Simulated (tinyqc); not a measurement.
# Resonant-tunnelling diode, transfer matrices and Tsu-Esaki current: effect of the emitter barrier

Emitter (band edge 0), barrier d1, well Lw, barrier d2, collector (edge -V). The bias drops linearly over these layers and none in the contacts; each layer is cut into ns equal slices, flat at the value of their centres. E is the energy of motion across the layers, C = hbar^2/(2 m0), psi and psi'/m are continuous. Transport is coherent, T(E) is taken as independent of the transverse momentum, and charge in the well is ignored.

For the pair (psi, psi'/m) a flat layer has M = [[cos kd, (m/k) sin kd], [-(k/m) sin kd, cos kd]] with k = sqrt(m (E - U)/C) above its edge U, and M = [[cosh Kd, (m/K) sinh Kd], [(K/m) sinh Kd, cosh Kd]] with K = sqrt(m (U - E)/C) below it. Later slices stand to the left. With M acting on (psi, psi'/m) and v = k/m in each lead, T(E) = 4 vL vR/[(vL vR M12 - M21)^2 + (vR M11 + vL M22)^2]. J = J0 times the integral over E > 0 of T(E) N(E), N = ln[(1 + exp((Ef - E)/Vt))/(1 + exp((Ef - V - E)/Vt))], J0 = q^2 mw m0 kB T/(2 pi^2 hbar^3) (times 1e-4 for A/cm^2 per eV). The integral is converged to the digits shown. The resonance is the first maximum of T(E) for E > 0, G its full width at half maximum.

Values chosen for this exercise; masses and offsets close to those of InGaAs wells and AlAs barriers:
```
symbol  value  unit                                               meaning
T          77     K                                           temperature
mw       0.04    m0                 mass in the well, spacer and contacts
U1        1.2    eV                                        barrier height
m1       0.15    m0                                          barrier mass
Lw        2.4    nm                                            well width
d2        1.1    nm                                     collector barrier
ns          1                                        slices in each layer
Ef       0.29    eV  Fermi energy of both contacts above their band edges
V        0.28     V                                 bias of the collector
```

Constants: q = 1.602176634e-19 C, kB = 1.380649e-23 J/K, hbar = 1.054571817e-34 J s, m0 = 9.1093837015e-31 kg, Vt = kB T/q, hbar^2/(2 m0) = 0.0380998212 eV nm^2. Results are converted to the units shown.

Effect of the emitter barrier:

| d1 (nm) | Er (eV) | Tp | G (meV) | J (kA/cm^2) |
|---|---|---|---|---|
| 0.6 | 0.1999 | 0.5817 | 57.60 | 2515 |
| 0.8 | 0.1947 | 0.8686 | 30.63 | 2296 |
| 1 | 0.1893 | 0.9999 | 18.92 | 1798 |
| 1.1 | 0.1866 | 0.9585 | 15.78 | 1494 |
| 1.3 | 0.1814 | 0.7127 | 12.25 | 917.3 |
| 1.5 | 0.1765 | 0.4256 | 10.63 | 500.0 |
| 1.7 | 0.1719 | 0.2222 | 9.874 | 253.0 |

What does the table show?

As d1 grows from 0.6 to 1.7 nm, G falls from 57.6 to 9.87 meV, Tp goes from 0.582 through a maximum of 1.00 (at d1 = 1 nm among the rows listed) to 0.222, and J falls from 2510 to 253 kA/cm^2. The product G Tp changes by a factor of 0.0655 and J by 0.101; the rest comes from the shift of Er (0.200 to 0.172 eV) against the supply function and from current off resonance. In 1 of the 7 rows a layer is thinner than 0.8 nm, a few atomic planes, where an effective mass is a rough description.

tinyqc, about 0.1 s, one thread, Intel Xeon 2.30GHz (shared host): `OMP_NUM_THREADS=1 python tinyqc.py 2600130 2600131 out.jsonl`
